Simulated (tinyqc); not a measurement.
FCI on RHF in the sto-3g basis, for H3+, spin multiplicity 1, step by step. One step of it, computed by the program tinyqc.

Problem. Orthogonalisation. S = U s U^T; symmetric (Loewdin) form X = U s^(-1/2) U^T, so that X^T S X = 1.

overlap S, order 1H 1s, 2H 1s, 3H 1s:
```
[[1.000000, 0.650068, 0.650145],
 [0.650068, 1.000000, 0.649819],
 [0.650145, 0.649819, 1.000000]]
```

Give: eigenvalues of S; X.

Solution.

eigenvalues of S: [0.3498, 0.3502, 2.3000]

X, order 1H 1s, 2H 1s, 3H 1s:
```
[[1.3469, -0.3438, -0.3439],
 [-0.3438, 1.3465, -0.3433],
 [-0.3439, -0.3433, 1.3466]]
```
